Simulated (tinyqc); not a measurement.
Size effects in the resistivity of thin metal films and interconnect lines: one step, computed by the program tinyqc.

Electrons lose their drift at surfaces (a share 1 - p of the hits) and at grain boundaries (reflection R), besides bulk scattering.

Problem. Resistivity of the film. Both together (Mayadas-Shatzkes film): rho_b/rho = (rho_b/rho of the grains alone) - (6/(pi kappa))(1 - p) int_0^(pi/2) dphi int_0^1 ds (cos^2 phi/H^2)(s - s^3)(1 - exp(-kappa H/s))/(1 - p exp(-kappa H/s)), H = 1 + alpha/(cos phi sqrt(1 - s^2)), 40 x 80 Gauss-Legendre points. Sheet resistance rho/h; additive estimate rho_b (f_surface + f_grain - 1).

Inputs (values chosen for the exercise, modelled on molybdenum): bulk resistivity rho_b = 5.31 microohm cm; specularity p = 0; film thickness h = 4.5 nm.

Geometry: film.

rho/rho_b from grains = 3.835626

alpha = 2.086599

kappa = h/lambda = 0.3846154

rho/rho_b from surfaces = 2.169950

Give: resistivity rho; sheet resistance; additive estimate; error of the additive estimate.

Solution.

resistivity rho = 26.069 microohm cm

sheet resistance = 57.930 ohm

additive estimate = 26.580 microohm cm

error of the additive estimate = 1.9600 %

Adding the two excesses (Matthiessen's rule) is 2.0 % high.
